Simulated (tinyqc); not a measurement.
# From ballistic current I back to width b

Model: ballistic transport through the one-dimensional subbands of a rectangular nanowire or nanosheet channel. Computed by tinyqc, a small Python program. Command: `OMP_NUM_THREADS=1 python tinyqc.py 3026058 3026059 out.jsonl wire inv`. One thread of a shared host (Intel(R) Xeon(R) Processor @ 2.30GHz), about 0.2 s of CPU time with the checks.

Hard walls, parabolic subbands, transport along x. Energies are counted from the bulk conduction band edge at the top of the barrier, which the gate pulls down by U; the source Fermi level lies at the bulk edge when U = 0.

Inputs (values chosen for the exercise, modelled on silicon):
```
quantity,value,unit
light mass m_t,0.19,m_0
heavy mass m_l,0.907,m_0
height a,3.5,nm
equivalent oxide thickness t,1.5,nm
gate voltage above flat band V_G,0.93,V
drain voltage V_D,0.01,V
temperature T,150,K
```

Valleys: silicon [100] wire.

Constants: hbar^2/(2 m_0) = 3.80998212 eV angstrom^2; k_B = 8.617333262e-05 eV/K; m_0 = 9.1093837015e-31 kg; k_B = 1.380649e-23 J/K; hbar = 1.054571817e-34 J s; eps_0 = 8.8541878128e-12 F/m; e = 1.602176634e-19 C; h = 6.62607015e-34 J s.

Method:
- E_pq = (hbar^2 pi^2/2)(p^2/(m_y b^2) + q^2/(m_z a^2)); valley pairs: (m_x, m_y, m_z) = (m_t, m_t, m_l), (m_t, m_l, m_t), (m_l, m_t, m_t), each with degeneracy g = 2; the 10 lowest subbands are kept.
- F_j(eta) = (1/Gamma(j + 1)) int_0^infinity x^j/(1 + exp(x - eta)) dx, F_0 = ln(1 + exp(eta)). Integrals over x = E/(k_B T) use 160 Gauss-Legendre points in u = sqrt(x) from 0 to sqrt(max(eta, 0) + 32).
- With degeneracy g = 2, eta_i = (U - E_i)/(k_B T) and u = e V_D/(k_B T): line density n = sum_i g sqrt(2 m_x k_B T/pi)/(2 hbar) [F_-1/2(eta_i) + F_-1/2(eta_i - u)]; gate: e n = C_ox (V_G - U/e), C_ox = 3.9 eps_0 2 (a + b)/t (flat-plate estimate); I = (2 e k_B T/h) sum_i g [F_0(eta_i) - F_0(eta_i - u)].

Problem. A run gave the result below. Find the width b, known to lie between 4.5 and 11 nm.

ballistic current I = 6.584777 microampere

Solution.

Each step takes the trial c = (a f_b - b f_a)/(f_b - f_a), f being the result less the target and a, b, c the logarithms of the listed values; c replaces end b, the old b replaces a if the sign of f changed, and otherwise f_a is halved.

Scan of the range:
```
width b (nm),ballistic current I (microampere)
4.50,3.91991
5.22,4.51591
6.06,5.08280
7.04,5.98405
8.17,6.64465
9.48,7.04816
11.00,7.97479
```

False position (Illinois rule, in the logarithm of the input) inside the bracket:
```
step,end a,end b,trial,ballistic current I (microampere)
1,7.04000,8.17000,8.06051,6.60980
2,7.04000,8.06051,7.97704,6.58127
3,8.06051,7.97704,7.98727,6.58487
4,7.97704,7.98727,7.98700,6.58478
5,7.97704,7.98700,7.98700,6.58478
6,7.98700,7.98700,7.98700,6.58478
```

Ballistic current I rises at every point of a 13-point scan of the range (every second point is shown), so one value fits; it is bracketed by 7.04 and 8.17. Answer: width b = 7.987 nm.
